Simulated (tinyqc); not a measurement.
Worked calculation: empirical pseudopotential in a few plane waves. One step of it, computed by the program tinyqc.

Question. Bloch Hamiltonian at G. Basis: the 15 shortest G (labels in 2 pi/a), the same at every k. H(G,G') = c |k + G|^2 delta + VS(|G-G'|^2) cos((G-G').tau) + i VA sin((G-G').tau), tau = a/8 (1,1,1); 1 Ry = 13.605693 eV.

Parameters chosen for this model: fcc lattice, atoms at +/- a/8 (1,1,1); form factors in rydberg at |G|^2 in units of (2 pi/a)^2:

| parameter | value | unit |
|---|---|---|
| a | 5.950000 | angstrom |
| VS(3) | -0.219000 | Ry |
| VS(8) | 0.047000 | Ry |
| VS(11) | 0.062000 | Ry |
| VA(3) | 0.101000 | Ry |
| VA(4) | 0.026000 | Ry |
| VA(11) | 0.001000 | Ry |
| hbar^2/2m (2 pi/a)^2 | 4.248628 | eV |

k point G (2 pi / a): 0  0  0

Give: H(k) at G.

Answer.

H(k) at G (eV), lower triangle (Hermitian):
```
               +0+0+0         -1-1-1         -1-1+1         -1+1-1
+0+0+0          0.000
-1-1-1   2.107-0.972i         12.746
-1-1+1  -2.107-0.972i   0.000+0.354i         12.746
-1+1-1  -2.107-0.972i   0.000+0.354i          0.639         12.746
-1+1+1  -2.107+0.972i         -0.639   0.000+0.354i   0.000+0.354i
+1-1-1  -2.107-0.972i   0.000+0.354i          0.639          0.639
+1-1+1  -2.107+0.972i         -0.639   0.000+0.354i          0.000
+1+1-1  -2.107+0.972i         -0.639          0.000   0.000+0.354i
+1+1+1   2.107+0.972i          0.000         -0.639         -0.639
-2+0+0   0.000-0.354i  -2.107+0.972i  -2.107-0.972i  -2.107-0.972i
+0-2+0   0.000-0.354i  -2.107+0.972i  -2.107-0.972i   0.596-0.010i
+0+0-2   0.000-0.354i  -2.107+0.972i   0.596-0.010i  -2.107-0.972i
+0+0+2   0.000+0.354i  -0.596-0.010i   2.107+0.972i  -0.596+0.010i
+0+2+0   0.000+0.354i  -0.596-0.010i  -0.596+0.010i   2.107+0.972i
+2+0+0   0.000+0.354i  -0.596-0.010i  -0.596+0.010i  -0.596+0.010i

               -1+1+1         +1-1-1         +1-1+1         +1+1-1
-1+1+1         12.746
+1-1-1          0.000         12.746
+1-1+1          0.639   0.000+0.354i         12.746
+1+1-1          0.639   0.000+0.354i          0.639         12.746
+1+1+1   0.000+0.354i         -0.639   0.000+0.354i   0.000+0.354i
-2+0+0   2.107-0.972i   0.596-0.010i  -0.596-0.010i  -0.596-0.010i
+0-2+0  -0.596-0.010i  -2.107-0.972i   2.107-0.972i  -0.596-0.010i
+0+0-2  -0.596-0.010i  -2.107-0.972i  -0.596-0.010i   2.107-0.972i
+0+0+2  -2.107+0.972i  -0.596+0.010i  -2.107+0.972i   0.596+0.010i
+0+2+0  -2.107+0.972i  -0.596+0.010i   0.596+0.010i  -2.107+0.972i
+2+0+0   0.596+0.010i   2.107+0.972i  -2.107+0.972i  -2.107+0.972i

               +1+1+1  -2+0+0  +0-2+0  +0+0-2
+1+1+1         12.746
-2+0+0  -0.596+0.010i  16.995
+0-2+0  -0.596+0.010i   0.639  16.995
+0+0-2  -0.596+0.010i   0.639   0.639  16.995
+0+0+2  -2.107-0.972i  -0.639  -0.639   0.000
+0+2+0  -2.107-0.972i  -0.639   0.000  -0.639
+2+0+0  -2.107-0.972i   0.000  -0.639  -0.639

        +0+0+2  +0+2+0  +2+0+0
+0+0+2  16.995
+0+2+0   0.639  16.995
+2+0+0   0.639   0.639  16.995
```
